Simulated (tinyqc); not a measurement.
Cyclotron resonance of ellipsoidal valleys, Ge type: sweeps and comparisons. A value that a table varies takes the place of the one given here.

Valleys along [111], [-111], [1-11], [11-1], mass ml along the axis and mt across it. B lies in the (1-10) plane, b = (sin(theta)/sqrt2, sin(theta)/sqrt2, cos(theta)). For the angle phi between B and the axis, 1/mc^2 = cos^2(phi)/mt^2 + sin^2(phi)/(mt ml). Resonance: h nu = 2 muB B/mc, h = 2 pi hbar.

Constants: hbar = 6.58211957e-16 eV s; muB = 5.788381798e-05 eV/T.

Parameters, chosen for this exercise (near those of Ge; shifted at random, so the results belong to these values and not to a real crystal): ml = 1.636 m0 (longitudinal mass); mt = 0.082 m0 (transverse mass); ths = (0, 15, 30, 45, 60, 75, 90) degrees (angles); g1 = 13.37 (Luttinger gamma1); g2 = 4.29 (gamma2); g3 = 5.66 (gamma3); theta = 16 degrees (angle of B from [001] towards [110]); nu = 24 GHz (microwave frequency).

## Rotating the field

mc against theta; [-111] and [1-11] stay equal in this plane.

Cyclotron masses (m0):

| theta (degrees) | [111] | [-111] | [11-1] |
|---|---|---|---|
| 0 | 0.1354 | 0.1354 | 0.1354 |
| 15 | 0.1048 | 0.1395 | 0.2024 |
| 30 | 0.0898 | 0.1529 | 0.3401 |
| 45 | 0.0831 | 0.1796 | 0.2950 |
| 60 | 0.0823 | 0.2281 | 0.1763 |
| 75 | 0.0871 | 0.3070 | 0.1239 |
| 90 | 0.0992 | 0.3663 | 0.0992 |

How do the results move?

All valleys give one line at theta = 0, B along [001], with mc = 0.1354. The [111] valley reaches mt at 54.7 degrees, and [11-1] reaches its largest value sqrt(ml mt) = 0.3663 at 35.3 degrees, where B is perpendicular to it; the listed maximum of that branch is 0.3401. The pair [-111], [1-11] reaches the same value at 90 degrees.

## Heavy and light holes (cyclotron masses of warped hole bands)

E = c k^2 f(n) with f = g1 -/+ 2 sqrt(g2^2 + 3 (g3^2 - g2^2)(nx^2 ny^2 + ny^2 nz^2 + nz^2 nx^2)). For the orbit through k = 0 perpendicular to b = (sin(theta)/sqrt2, sin(theta)/sqrt2, cos(theta)), mc is the mean of 1/f over the directions n in that plane (180 evenly spaced angles). Quantum effects of the lowest levels are left out.

Cyclotron masses (m0):

| theta (degrees) | heavy | light |
|---|---|---|
| 0 | 0.2819 | 0.0434 |
| 15 | 0.2977 | 0.0431 |
| 30 | 0.3376 | 0.0423 |
| 45 | 0.3699 | 0.0417 |
| 60 | 0.3739 | 0.0416 |
| 75 | 0.3690 | 0.0419 |
| 90 | 0.3670 | 0.0421 |

How do the results move?

The heavy mass varies by 33 % over the table, with its largest listed value at 60 degrees ([111] lies at 54.7) and its smallest at 0; the light mass varies by 4.5 %. The warping term enters both with the same size, but it is set against a small inverse mass in one and a large one in the other (along [111], g1 - 2 g3 = 2.05 and g1 + 2 g3 = 24.69).

## What each parameter does

Resonance fields B = h nu mc/(2 muB) of the valleys [111], [-111] and [11-1]. Each row changes one parameter from the base and keeps the others.

Results:

| case | [111] (T) | [-111] (T) | [11-1] (T) |
|---|---|---|---|
| base | 0.0887 | 0.1201 | 0.1794 |
| ml = 1.881 m0 | 0.0889 | 0.1209 | 0.1829 |
| mt = 0.09 m0 | 0.0972 | 0.1312 | 0.1942 |
| theta = 12 degrees | 0.0937 | 0.1183 | 0.1579 |
| nu = 26.4 GHz | 0.0976 | 0.1321 | 0.1974 |

How do the results move?

The largest shifts from the base row, up to three for each result and ties (the steps differ in size, so this ranks the rows, not the parameters). [111] (T): nu +0.0089, mt +0.0085, theta +0.0050. [-111] (T): nu +0.0120, mt +0.0111, theta -0.0018. [11-1] (T): theta -0.0216, nu +0.0179, mt +0.0148.

Program tinyqc; command `OMP_NUM_THREADS=1 python tinyqc.py 1282229 1282230 out.jsonl`; about 0.01 s on one thread of a shared Intel(R) Xeon(R) Processor @ 2.30GHz.
